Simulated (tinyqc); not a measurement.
Trap density from the barrier height.

Inverse problem. In a partly depleted grain with all boundary traps filled, 2 N W = Qt and VB = q N W^2/(2 eps0 eps_r). Find Qt, W and the doping at which VB would equal Vt.

Parameters, values chosen for the exercise: temperature T = 350 K; relative permittivity eps_r = 11.7.

Constants: q = 1.602176634e-19 C, kB = 1.380649e-23 J/K, Vt = kB T/q, eps0 = 8.8541878128e-14 F/cm where lengths are in cm. Results are converted to the units shown.

doping = 1.6e18 cm^-3
barrier height = 0.088083256 V

Answer. Eliminating W gives VB = q Qt^2/(8 eps0 eps_r N), which falls as 1/N.

Qt = 2.70e12 cm^-2
W = 8.44 nm
doping for VB = Vt = 4.67e18 cm^-3

Computed by the program tinyqc: `OMP_NUM_THREADS=1 python tinyqc.py 2830227 2830228 out.jsonl`, one thread of a shared Intel Xeon 2.30GHz, about 0.01 s for the whole run.
